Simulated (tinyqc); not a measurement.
Four methods from the same start: geometry relaxation of a small cluster. Computed by tinyqc, a small Python program. Command: `OMP_NUM_THREADS=1 python tinyqc.py 3027079 3027080 out.jsonl relax walk`. One thread of a shared host (Intel(R) Xeon(R) Processor @ 2.30GHz), about 0.01 s of CPU time with the checks.

E = sum_i {sum_j A exp(-p (r_ij/r0 - 1)) - xi sqrt(rho_i)}, rho_i = sum_j exp(-2 q (r_ij/r0 - 1)); the force on i is -sum_j w_ij (R_i - R_j)/r_ij with w_ij = -(2p/r0) A exp(-p (r_ij/r0 - 1)) + (xi q/r0) exp(-2 q (r_ij/r0 - 1)) (rho_i^(-1/2) + rho_j^(-1/2)).

Inputs (values chosen for the exercise, for model atoms): length r0 = 2.59 angstrom; repulsion A = 0.19 eV; hopping xi = 2.81 eV; decay p = 9.75; decay q = 2.28; step factor eta = 0.027 angstrom^2/eV; largest number of steps = 500.

Potential: Gupta. Method: steepest descent.

starting positions (angstrom), rows atom 1, atom 2, atom 3, atom 4, columns x, y, z:
```
[[-0.12, 0.03, -0.02],
 [2.32, -0.08, 0.15],
 [1.37, 2.24, 0],
 [1.16, 0.39, 1.93]]
```

Method:
- Steepest descent: R(new) = R + eta F.
- No atom moves more than 0.3 angstrom a step (the whole step is scaled). Stop when the largest force component is below 1e-5 eV/angstrom.
- Hessian at the final positions by central differences of the forces; six eigenvalues vanish (translations and rotations). Steepest descent is stable for eta below 2/lambda_max and contracts the softest mode by 1 - eta lambda_min a step.
- Conjugate gradient (Polak-Ribiere): d = F + beta d(old), beta = max(0, F.(F - F(old))/|F(old)|^2), d = F at first; step length from one secant, s = eta (F.d)/(F.d - F(R + eta d).d), replaced by eta if that is not positive; R(new) = R + s d.
- BFGS: R(new) = R + B F with the inverse Hessian B = eta 1 at first; with s = R(new) - R, y = F - F(new), rho = 1/(y.s): B(new) = (1 - rho s y^T) B (1 - rho y s^T) + rho s s^T, skipped if y.s is not positive.
- FIRE with unit mass: if F.v > 0, v = (1 - a) v + a |v| F/|F|, and after more than 5 such steps in a row dt = min(1.1 dt, 5 dt0), a = 0.99 a; else v = 0, a = 0.1, and dt = dt/2 (not at the first step). Then v = v + dt F, R(new) = R + dt v. dt0 = sqrt(eta), a = 0.1 at first.
- In this comparison each method may take up to 1500 steps.

contraction of the softest mode = 0.809145

non-zero eigenvalues (eV/angstrom^2): [7.0687, 7.0688, 16.2076, 16.2078, 16.2078, 40.6964]

condition number = 5.75727

Cost:
```
method              steps  force calls  final E (eV)  calls to reach 1e-2
steepest descent       54           55       -18.421                   22
conjugate gradient     13           27       -18.421                   15
BFGS                   17           18       -18.421                   10
FIRE                   94           95       -18.421                   30
```

In force calls the order is BFGS (18), conjugate gradient (27), steepest descent (55), FIRE (95). All that converged end at the same energy. Near the minimum steepest descent multiplies the slowest mode by 0.809 in size a step, 11 steps a decade of force, at a condition number of 5.8. On this problem it beats FIRE in force calls.

Extremes, crossings and ranges named in words are read from the listed rows.
